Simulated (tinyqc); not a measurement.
Koster-Slater impurity in a tight-binding band, by Green functions and by supercells: one step, computed by the program tinyqc.

One orbital per site, e(k) = -2 t sum cos(k_i) over 1 direction(s), band from -2 t to 2 t, lattice constant 1. One site has the extra energy U. Spin is left out.

Task: Green function inside the band. Inside the band G0(z), z = E + i eta, comes from the chain form 1/(sqrt(y - 2t) sqrt(y + 2t)) (principal roots) at y = z.

Inputs (values chosen for the exercise, for a model band): hopping t = 0.76 eV; energy inside the band E = -1.35 eV; broadening eta = 0.076 eV.

Lattice: chain.

Give: G0(E + i eta).

Result:

G0(E + i eta) = -0.268-1.341i 1/eV
